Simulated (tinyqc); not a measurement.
Bloch-Grueneisen resistivity of a metal: one step, computed by the program tinyqc.

Electrons scatter from a Debye spectrum of phonons (n = 5 for scattering within one band, n = 3 for scattering into a second, heavy band) and from static defects.

Question. The integral and the phonon part. J_n(y) = int_0^y x^n e^x/(e^x - 1)^2 dx, by 96 Gauss-Legendre points (upper limit at most 60). rho_ph = (n - 1) rho_1 (T/Theta)^n J_n(Theta/T), with rho_1 = 2 pi lambda_tr k_B Theta/(hbar eps_0 w_p^2), the high-temperature line at T = Theta.

Inputs (values chosen for the exercise, modelled on silver): exponent n = 5; Debye temperature Theta = 212 K; temperature T = 295 K.

Addition: none.

rho_1 = 1.183916 microohm cm

Give: Theta/T; J_n; phonon resistivity rho_ph.

Answer.

Theta/T = 0.7186

J_n = 0.06480

phonon resistivity rho_ph = 1.601 microohm cm

This is 97.2 % of the straight line rho_1 T/Theta.
